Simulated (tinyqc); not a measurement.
## Free and trapped electrons in a MOS channel with a dense trap tail: free and trapped charge against gate voltage

p-type body, charge-sheet picture, full ionisation (an idealisation for deep acceptors), Boltzmann statistics for free electrons. e = Ec - EF at the surface. Acceptor-like traps of density D(E) = D0 + De exp(-E/Ew) at depth E below Ec, from 0 to Eu, hold n_t = integral of D(E)/(1 + exp((e - E)/Vt)). psi = Eg - Vt ln(Nv/Na) - e; N_dep = sqrt(2 eps0 eps_r Na (psi - Vt)/q); n_f = sqrt(N_dep^2 + 2 eps0 eps_r Vt Nc exp(-e/Vt)/q) - N_dep; Vg = Vfb + psi + q (N_dep + n_t + n_f)/Cox, Cox = eps0 eox/tox.

Free share n_f/(n_f + n_t); swing ln 10 n_f/(dn_f/dVg); field-effect mobility mf q (dn_f/dVg)/Cox, for a constant mf; oxide field q (N_dep + n_t + n_f)/(eps0 eox).

Values chosen for this exercise; band and dielectric values close to those of 4H silicon carbide: temperature T = 400 K; band gap Eg = 3.32 eV; relative permittivity eps_r = 9.79; conduction-band density of states at T Nc = 2.65e19 cm^-3; valence-band density of states at T Nv = 3.8e19 cm^-3; relative permittivity of the insulator eox = 3.9; insulator thickness tox = 52 nm; acceptor density Na = 2.7e16 cm^-3; flat-band voltage without trapped charge Vfb = -2.32 V; constant background density of acceptor-like traps D0 = 1.7e11 cm^-2 eV^-1; density of the tail at the conduction edge De = 1.7e13 cm^-2 eV^-1; decay energy of the tail Ew = 0.12 eV; depth below Ec down to which the traps reach Eu = 0.65 eV; mobility of free electrons mf = 190 cm^2/(V s).

Constants: q = 1.602176634e-19 C, kB = 1.380649e-23 J/K, Vt = kB T/q, eps0 = 8.8541878128e-14 F/cm where lengths are in cm. Results are converted to the units shown.

Result of one run:

| Vg (V) | e (eV) | n_f (cm^-2) | n_t (cm^-2) | free share (%) | swing (mV/decade) | field-effect mobility (cm^2/(V s)) | oxide field (MV/cm) |
|---|---|---|---|---|---|---|---|
| 7.1 | 0.07505 | 4.790e11 | 1.254e12 | 27.64 | 4680 | 108.0 | 1.236 |

What becomes of these results when the gate voltage Vg is changed from 7.1 to 5.9 V, all else the same?

Result of the changed run:

| Vg (V) | e (eV) | n_f (cm^-2) | n_t (cm^-2) | free share (%) | swing (mV/decade) | field-effect mobility (cm^2/(V s)) | oxide field (MV/cm) |
|---|---|---|---|---|---|---|---|
| 5.9 | 0.1047 | 2.278e11 | 1.025e12 | 18.19 | 2932 | 82.01 | 1.011 |

The whole series:

| Vg (V) | e (eV) | n_f (cm^-2) | n_t (cm^-2) | free share (%) | swing (mV/decade) | field-effect mobility (cm^2/(V s)) | oxide field (MV/cm) |
|---|---|---|---|---|---|---|---|
| 2.4 | 0.5219 | 1.531e6 | 4.319e10 | 0.003544 | 193.2 | 0.008364 | 0.4177 |
| 3.5 | 0.2540 | 3.446e9 | 3.401e11 | 1.003 | 614.7 | 5.918 | 0.5777 |
| 4.7 | 0.1530 | 6.158e10 | 7.213e11 | 7.866 | 1520 | 42.75 | 0.7890 |
| 5.9 | 0.1047 | 2.278e11 | 1.025e12 | 18.19 | 2932 | 82.01 | 1.011 |
| 7.1 | 0.07505 | 4.790e11 | 1.254e12 | 27.64 | 4680 | 108.0 | 1.236 |
| 8.3 | 0.05361 | 7.865e11 | 1.432e12 | 35.46 | 6592 | 125.9 | 1.462 |
| 9.5 | 0.03668 | 1.134e12 | 1.571e12 | 41.93 | 8592 | 139.4 | 1.690 |
| 10.6 | 0.02368 | 1.481e12 | 1.673e12 | 46.95 | 1.048e4 | 149.1 | 1.899 |
| 11.8 | 0.01147 | 1.883e12 | 1.762e12 | 51.66 | 1.261e4 | 157.7 | 2.127 |

n_f reaches 1e11 cm^-2 at Vg = 5.06 V, against 3.08 V without traps. The free share rises from 0.00354 to 51.7 % and the field-effect mobility rises from 0.00836 to 158 cm^2/(V s), although mf = 190 is constant: in the last row 83.0 % of Cox dVg goes into free electrons. The swing in the first row is 193 mV a decade (Vt ln 10 = 79.4). For Vg = 8.3, 9.5, 10.6, 11.8 EF lies less than 2 Vt below the band edge, or above it, where degeneracy and confinement, left out, matter.

Program tinyqc, `OMP_NUM_THREADS=1 python tinyqc.py 2222227 2222228 out.jsonl`; Intel Xeon 2.30GHz, shared host, one thread, about 0.02 s.
